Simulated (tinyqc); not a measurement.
Inside a calculation. Model: rigid-ion and shell models of the dielectric response of an ionic crystal. Computed by tinyqc, a small Python program that keeps every step. Command: `OMP_NUM_THREADS=1 python tinyqc.py 3031833 3031834 out.jsonl shell walk`. One thread of a shared host (Intel(R) Xeon(R) Processor @ 2.30GHz), about 0.01 s of CPU time with the checks. Intermediate numbers are printed to about 5 digits and carried at full precision; extremes and crossings named in words are read from the listed rows.

Charges +Z and -Z; 4 nearest neighbours, Madelung constant M = 1.638055, volume per ion pair Omega = 3.079201 d^3. Energy per pair U = -M Z^2 e2/d + 4 A exp(-d/rho), e2 = e^2/(4 pi eps_0). In the shell model the anion is a core of charge Y - Z and a massless shell of charge -Y, joined by the spring k; the repulsion acts on the shell. Each ion feels the Lorentz field E + (4 pi/3) P (Gaussian units).

Inputs (values chosen for the exercise, for a model crystal):
```
quantity                        value           unit
nearest-neighbour distance d     2.16       angstrom
ionic charge Z                      2              e
hardness d/rho                   8.24              -
cation mass                       105              u
anion mass                     14.007              u
shell charge size Y              2.31              e
core-shell spring k              96.7  eV/angstrom^2
cation polarisability alpha_+    0.47     angstrom^3
film thickness t                  3.5             nm
```

Structure: zinc blende.

Constants: e^2/(4 pi eps_0) = 14.39964548 eV angstrom; 1 eV/angstrom^3 = 160.2176634 GPa; nu for 1 eV/(angstrom^2 u) = 15.6333042 THz; 1 THz = 33.35640952 1/cm; eps_0 = 8.8541878128e-12 F/m; h x 1 THz = 4.135667696 meV.

## Equilibrium, bulk modulus and repulsive spring

Zero pressure fixes 4 A exp(-d/rho) = M Z^2 e2 rho/d^2. Then U = -(M Z^2 e2/d)(1 - rho/d), B = M Z^2 e2 (d/rho - 2)/(9 Omega d), and the spring of one sublattice against the other is R = (1/3) x (Laplacian of the repulsion summed over neighbours) = M Z^2 e2 (d/rho - 2)/(3 d^3), so R = 3 B Omega/d^2.

volume Omega = 31.031 angstrom^3

lattice energy U = -38.379 eV/pair

bulk modulus B = 156.37 GPa

repulsive spring R = 19.473 eV/angstrom^2

## Rigid ions

With C = 4 pi Z^2 e2/(3 Omega): mu lambda_TO = R - C, mu lambda_LO = R + 2 C; eps_inf = 1 and eps_s = lambda_LO/lambda_TO. lambda in eV/(angstrom^2 u) gives the wavenumber 15.6333042 x 33.35640952 x sqrt(lambda); mu is the reduced mass.

Coulomb spring C = 7.7750 eV/angstrom^2

omega_TO, rigid ions = 507.36 1/cm

omega_LO, rigid ions = 877.87 1/cm

eps_s, rigid ions = 2.9939

## Shell model: electronic response

Eliminating the shell gives the anion polarisability alpha_- = Y^2 e2/(k + R), the Szigeti charge Z_S = Z - Y R/(k + R) and the softened spring R' = k R/(k + R). With b = 4 pi (alpha_+ + alpha_-)/(3 Omega): eps_inf = (1 + 2b)/(1 - b) (Clausius-Mossotti); Born charge Z* = Z_S (eps_inf + 2)/3.

anion polarisability alpha_- = 0.66141 angstrom^3

Szigeti charge Z_S = 1.6128 e

softened spring R' = 16.209 eV/angstrom^2

b = 0.15272

eps_inf = 1.5408

Born charge Z* = 1.9035 e

Overlap pushes the shell back and lowers the effective charge to 81 % of Z; the local field then raises the Born charge to 95 % of Z.

## Shell model: lattice response

mu lambda_TO = R' - (4 pi e2/(3 Omega)) Z_S^2/(1 - b); mu lambda_LO = mu lambda_TO + 4 pi e2 Z*^2/(eps_inf Omega); eps_s = eps_inf lambda_LO/lambda_TO.

mu lambda_TO = 10.242 eV/angstrom^2

omega_TO = 474.72 1/cm

omega_LO = 726.02 1/cm

eps_s = 3.6037

share of R' left after the dipole term = 0.63186

The dipole field cancels 37 % of the short-range spring.

## As a gate dielectric

Capacitance per area eps_0 eps_s/t; equivalent oxide thickness EOT = t x 3.9/eps_s; the surface optical mode against silicon (eps = 11.7) lies at omega_TO sqrt[(eps_s + 11.7)/(eps_inf + 11.7)], and its squared coupling to channel electrons scales as g = hbar omega_SO [1/(11.7 + eps_inf) - 1/(11.7 + eps_s)], with hbar omega = h c x wavenumber.

capacitance per area = 9.1165 fF/micrometre^2

equivalent oxide thickness = 3.7878 nm

surface optical mode = 510.37 1/cm

remote-phonon coupling g = 0.64420 meV

## From rigid to soft shells

The formulas are those given above.

Response against the core-shell spring:
```
k (eV/angstrom^2)  eps_inf     Z_S      Z*  omega_TO (1/cm)  omega_LO (1/cm)   eps_s
77                  1.6186  1.5337  1.8500           469.73           701.39  3.6089
97                  1.5398  1.6138  1.9042           474.79           726.33  3.6036
130                 1.4595  1.6991  1.9593           479.88           753.50  3.5985
170                 1.4021  1.7626  1.9988           483.50           774.20  3.5950
250                 1.3405  1.8331  2.0411           487.34           797.67  3.5913
390                 1.2923  1.8901  2.0743           490.33           817.09  3.5885
770                 1.2488  1.9430  2.1042           493.01           835.45  3.5861
2900                1.2154  1.9846  2.1271           495.06           850.14  3.5842
```

From the stiffest to the softest shell eps_inf rises from 1.22 to 1.62 and Z_S falls from 1.98 to 1.53; omega_LO moves by -17 % and omega_TO by -5.1 %. Screening by eps_inf cuts the LO frequency, which rigid ions overstate (rigid ions: 878 per cm); eps_s goes from 3.58 to 3.61.

Checks made by the program: TO spring by direct elimination of the shell from the 2 x 2 energy matrix (relative difference below 1e-10); Szigeti's relation mu lambda_TO (eps_s + 2)/(eps_inf + 2) = R' (relative difference below 1e-10).
